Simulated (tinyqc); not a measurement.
Epitaxial growth on a vicinal surface: Burton-Cabrera-Frank step flow, step-edge barrier and island nucleation: one step, computed by the program tinyqc. Command: `OMP_NUM_THREADS=1 python tinyqc.py 3003067 3003068 out.jsonl stepflow walk`. One thread of a shared host (Intel(R) Xeon(R) Processor @ 2.30GHz), about 0.03 s of CPU time with the checks.

Adatoms land at rate F, hop on a square grid (a simplification for hexagonal faces), desorb, or join steps. Lengths are in units of a and n is the adatom coverage. Steps ascend at x = 0 and descend at x = l.

Problem. Terrace solution. D n'' - n/tau + F = 0 with n(0) = n_eq and -l_s n'(l) = n(l) - n_eq. With u = n - F tau, A = n_eq - F tau, y = l/x_s, s = l_s/x_s: u = A cosh(x/x_s) + B sinh(x/x_s), B = A (1 - cosh y - s sinh y)/(sinh y + s cosh y). Flux into the ascending step J+ = D B/x_s, over the descending one J- = -(D/x_s)(A sinh y + B cosh y); step velocity J+ + J-; growth rate (J+ + J-)/l. For small y: J+ + J- = (F - n_eq/tau) l, J-/J+ = l/(l + 2 l_s). The coverage peaks where n' = 0, tanh(x/x_s) = -B/A.

Inputs (values chosen for the exercise, close to those used for Si(001)): deposition rate F = 0.098 layers/s; temperature T = 670 C.

D = 3.085186e+08 a^2/s

lifetime tau = 810.0860 s

diffusion length x_s = 499926.6 a

equilibrium coverage n_eq = 2.583125e-08

terrace width l = 20.29019 a

Schwoebel length l_s = 0 a

Give: J+; J-; growth rate; peak coverage; position of the peak.

Solution.

J+ = 0.99422 atoms per step site and s

J- = 0.99422 atoms per step site and s

growth rate = 0.098000 layers/s

peak coverage = 4.2178e-08

position of the peak = 10.145 a
